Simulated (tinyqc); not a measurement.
# Two channel transmissions from conductance and noise

Question. A contact has two spin-degenerate channels: G = (2 q^2/h)(T1 + T2), Fano factor F = [T1 (1 - T1) + T2 (1 - T2)]/(T1 + T2), T1 > T2. Find T1 and T2.

G in units of 2 q^2/h = 0.94
Fano factor = 0.20638298

Solution. With g = T1 + T2, T1^2 + T2^2 = g (1 - F), so (T1 - T2)^2 = 2 g (1 - F) - g^2.

T1 = 0.8600
T2 = 0.08000

tinyqc, about 0.5 s, one thread, Intel Xeon 2.30GHz (shared host): `OMP_NUM_THREADS=1 python tinyqc.py 2740120 2740121 out.jsonl`
